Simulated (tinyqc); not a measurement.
Quantum against classical capture: non-radiative capture by multiphonon emission, one effective mode. Computed by tinyqc, a small Python program. Command: `OMP_NUM_THREADS=1 python tinyqc.py 3004182 3004183 out.jsonl capture walk`. One thread of a shared host (Intel(R) Xeon(R) Processor @ 2.30GHz), about 0.01 s of CPU time with the checks.

The initial state (free carrier plus empty centre) lies dE above the final state; both have the same frequency and are displaced by dQ.

Inputs (values chosen for the exercise, with mass, screening and phonons like those of InP):

| quantity | value | unit |
|---|---|---|
| energy released dE | 0.555 | eV |
| phonon energy hbar omega | 40.3 | meV |
| Huang-Rhys factor S | 6.5 | - |
| electron-phonon coupling W | 0.017 | eV/(u^(1/2) angstrom) |
| cell volume V | 1530 | angstrom^3 |
| degeneracy g | 1 | - |
| broadening b | 30 | meV |
| carrier mass m | 0.0764 | m_0 |
| dielectric constant eps | 12.3 | - |
| temperature T | 200 | K |

Centre: repulsive.

Constants: hbar^2/u = 4.18015928e-03 eV angstrom^2; k_B = 8.617333262e-05 eV/K; hbar = 6.582119569e-16 eV s; Ry = 13.605693123 eV.

Method:
- dQ = sqrt(2 S (hbar^2/u)/hbar omega); relaxation energy lambda = S hbar omega; phonons needed P = dE/hbar omega; classical barrier E_b = (dE - lambda)^2/(4 lambda); occupation n = 1/(exp(hbar omega/k_B T) - 1).
- M_p = sum_m w_m <m_i|Q|(m + p)_f>^2 with Q counted from the final minimum and Boltzmann weights w_m for m = 0..24; <m_i|Q|k_f> = sqrt((hbar^2/u)/(2 hbar omega)) [sqrt(k) <m|k-1> + sqrt(k+1) <m|k+1>], with overlaps of oscillators displaced by d = sqrt(2 S) summed on 1500 points from -16 to 16 + d.
- The delta function is a Gaussian of standard deviation b at dE - p hbar omega.
- C_0 = V (2 pi/hbar) g W^2 sum_p M_p Gaussian_p. Here the sum runs over all p.
- Classical (Marcus) form: replace the sum by Q_c^2 exp(-E_b/k_B T)/sqrt(4 pi lambda k_B T), Q_c = dQ (dE + lambda)/(2 lambda).
- Sommerfeld factor of a repulsive centre: s(k) = 2 pi nu/(exp(2 pi nu) - 1), nu = sqrt(Ry*/E), Ry* = Ry m/eps^2, averaged over (2/sqrt(pi)) sqrt(x) exp(-x) dx with x = E/k_B T = t^2 (trapezoid, t to 6 in steps of 0.01).
- The last column is -k_B d ln C_0/d(1/T) from this row and the one above.

dQ = 1.16122 u^(1/2) angstrom

lambda = 0.26195 eV

classical barrier E_b = 0.0819606 eV

Against temperature:

| T (K) | C_0, quantum (cm^3/s) | C_0, classical (cm^3/s) | Sommerfeld factor | activation energy (eV) |
|---|---|---|---|---|
| 37 | 1.8952e-09 | 9.2631e-19 | 0.00922 | - |
| 70 | 1.9031e-09 | 1.2339e-13 | 0.03035 | 2.8321e-05 |
| 120 | 2.0279e-09 | 2.7098e-11 | 0.06619 | 9.1949e-04 |
| 190 | 2.5106e-09 | 3.9933e-10 | 0.11264 | 5.9925e-03 |
| 280 | 3.4736e-09 | 1.6441e-09 | 0.16303 | 1.6538e-02 |
| 420 | 5.2163e-09 | 4.1650e-09 | 0.22495 | 2.9431e-02 |
| 650 | 7.6939e-09 | 7.4609e-09 | 0.29907 | 3.9752e-02 |
| 1000 | 9.9074e-09 | 1.0038e-08 | 0.37594 | 4.0466e-02 |

What follows from these numbers?

At 37.0 K the quantum value is 2.0e9 times the classical one: C_0 comes from tunnelling out of the lowest level and hardly depends on T. At 1000 K the ratio is 0.99. The largest apparent activation energy is 0.040 eV against the classical barrier of 0.082 eV, so an Arrhenius fit understates the barrier, through tunnelling and the broadening b at low T and the T^(-1/2) prefactor at high T. The measured coefficient is C = s C_0, and s changes by a factor 41 over these rows, so C changes by 210 where C_0 changes by 5.2.

Extremes, crossings and ranges named in words are read from the listed rows.
